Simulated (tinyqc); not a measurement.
Anisotropic elasticity and sound waves of a cubic crystal: one step, computed by the program tinyqc.

Voigt order 1..6 = xx, yy, zz, yz, xz, xy, with engineering shear strains. The rotated frame has x' as named, z' along the wafer normal and y' = z' x x'.

Question. Moduli along the axes of the frame. Invert C' to S'. E along x' = 1/S'11, along y' = 1/S'22; Poisson ratios nu(x'y') = -S'12/S'11 and nu(x'z') = -S'13/S'11; in-plane shear modulus 1/S'66.

Frame: (113) wafer, x' along [1-10].

C' (GPa), rows 1, 2, 3, 4, 5, 6:
$$\begin{pmatrix}
219.1400 & 140.7036 & 156.2564 & -9.4264 & 0.0000 & 0.0000 \\
140.7036 & 225.6035 & 149.7929 & -4.2847 & 0.0000 & 0.0000 \\
156.2564 & 149.7929 & 210.0507 & 13.7111 & 0.0000 & 0.0000 \\
-9.4264 & -4.2847 & 13.7111 & 30.5329 & 0.0000 & 0.0000 \\
0.0000 & 0.0000 & 0.0000 & 0.0000 & 36.9964 & -9.4264 \\
0.0000 & 0.0000 & 0.0000 & 0.0000 & -9.4264 & 21.4436
\end{pmatrix}$$

Give: E along x'; E along y'; nu(x'y'); nu(x'z'); in-plane shear modulus.

Answer.

E along x' = 86.351 GPa

E along y' = 107.68 GPa

nu(x'y') = 0.17805

nu(x'z') = 0.65464

in-plane shear modulus = 19.042 GPa

E differs between x' and y' by -19.8 %.
